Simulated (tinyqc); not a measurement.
Worked calculation: order-disorder in a binary alloy on two sublattices: Bragg-Williams and pair (quasi-chemical) approximations. Computed by tinyqc, a small Python program that keeps every step. Command: `OMP_NUM_THREADS=1 python tinyqc.py 3015099 3015100 out.jsonl order walk`. One thread of a shared host (Intel(R) Xeon(R) Processor @ 2.30GHz), about 0.01 s of CPU time with the checks. Intermediate numbers are printed to about 6 digits and carried at full precision; extremes and crossings named in words are read from the listed rows.

All z = 4 neighbours of a site lie on the other sublattice. B fills the sublattices with x + eta/2 and x - eta/2; energies are per site, from the pure components: u = -z w y with y the probability of an A-B bond taken in one order.

Inputs (values chosen for the exercise, for a model alloy): ordering energy w = (e_AA + e_BB)/2 - e_AB = 11.3 meV; fraction x of B = 0.5; temperature T = 168 K.

Lattice: square (z = 4). Method: Newton steps.

scattering factors f_A, f_B (electrons): [34, 50]

Constants: k_B = 8.617333262e-05 eV/K.

## Critical temperatures

Bragg-Williams: k_B T_c = 2 z w x (1 - x). Pair approximation at x = 1/2: k_B T_c = w/ln(z/(z - 2)).

T_c, Bragg-Williams = 262.262 K

T_c, pair approximation at x = 1/2 = 189.182 K

At x = 1/2 the pair value is 0.721 of the Bragg-Williams one; the ratio tends to 1 as z grows.

## Long-range order, Bragg-Williams

Bragg-Williams: u = -z w [x (1 - x) + eta^2/4]; minimising f gives ln[a (1 - b)/(b (1 - a))] = 2 z w eta/(k_B T) =: ln Q, a = x + eta/2, b = x - eta/2. For given Q this is a quadratic for eta, (Q - 1) eta^2/4 - (Q + 1) eta/2 + (Q - 1) x (1 - x) = 0, smaller root: the map eta -> phi(eta). Newton steps on phi(eta) - eta, with the slope by central differences of 1e-6; start at 0.999 times 2x; stop when |phi - eta| < 1e-10.

Iteration:
```
step,eta,phi(eta),phi - eta
1,0.999000,0.915343,-8.36569e-02
2,0.886991,0.881992,-4.99873e-03
3,0.879339,0.879311,-2.81161e-05
4,0.879296,0.879296,-9.20920e-10
5,0.879296,0.879296,0
```

order parameter eta = 0.879296

last residual = 0

Converged: eta is 87.9 % of its largest value 2x. Caution: T is near or above the T_c of the better pair approximation, so the true long-range order is lower than Bragg-Williams gives.

## Energy, entropy and site fractions

a = x + eta/2, b = x - eta/2; u = -z w [x (1 - x) + eta^2/4]; s/k_B = [s2(a) + s2(b)]/2, s2(c) = -c ln c - (1 - c) ln(1 - c); gain on ordering = f(eta) - f(0), f = u - T s. Superlattice over fundamental intensity = [eta (f_B - f_A)/2]^2/[(1 - x) f_A + x f_B]^2.

B fraction on its own sublattice = 0.939648

B fraction on the A sublattice = 0.0603521

energy u = -20.0367 meV/site

entropy s = 0.227935 k_B/site

gain on ordering = -2.00179 meV/site

intensity ratio = 0.0280512

The antisite fraction is 0.0604; the dilute estimate exp(-z w/(k_B T)) gives 0.0441.

## Short-range order at the Bragg-Williams T_c

Quasi-chemical disordered state, with T here the Bragg-Williams T_c and not the input T: y^2/[(1 - x - y)(x - y)] = exp(2 w/(k_B T)) =: E, so y = 2 x (1 - x)/(1 + r), r = sqrt(1 - 4 x (1 - x)(1 - 1/E)); Warren-Cowley alpha = 1 - y/(x (1 - x)); u = -z w y.

bond probability y = 0.311230

alpha of the disordered state at the Bragg-Williams T_c = -0.244919

energy of the disordered state = -14.0676 meV/site

Short-range order already holds 24 % of the full ordering energy z w x^2, counted from the random alloy at -z w x (1 - x); Bragg-Williams puts none there.

## Both approximations at x = 1/2

At x = 1/2 the alloy is an Ising model with K = w/(2 k_B T). Bragg-Williams: eta = tanh(z K eta), neighbour correlation -eta^2. Pair: h = (z - 1) artanh(tanh K tanh h), eta = tanh(z h/(z - 1)), correlation -(tanh K + tanh^2 h)/(1 + tanh K tanh^2 h). T is given in units of the Bragg-Williams T_c at x = 1/2, z w/(2 k_B).

Order and neighbour correlation:
```
T/T_c,T (K),"eta, Bragg-Williams","correlation, Bragg-Williams","eta, pair","correlation, pair"
0.30,78.679,0.997414,-0.994834,0.997044,-0.994316
0.45,118.018,0.973976,-0.948629,0.960954,-0.932738
0.55,144.244,0.935529,-0.875215,0.876888,-0.813708
0.65,170.470,0.872065,-0.760498,0.658467,-0.588448
0.75,196.697,0.775516,-0.601426,0.000000,-0.321513
0.85,222.923,0.629501,-0.396272,0.000000,-0.285920
0.95,249.149,0.379485,-0.144009,0.000000,-0.257247
1.10,288.488,0.000000,0.000000,0.000000,-0.223439
1.50,393.393,0.000000,0.000000,0.000000,-0.165140
```

The pair approximation loses long-range order between T/T_c = 0.65 and 0.75, at 189 K, and keeps a correlation of -0.165 in the last row. At its own T_c the correlation is -1/(z - 1) = -0.333, so the fewer the neighbours, the more of the ordering energy is released above T_c.

Checks made by the program: eta against bracketed root finding (relative difference below 1e-10).
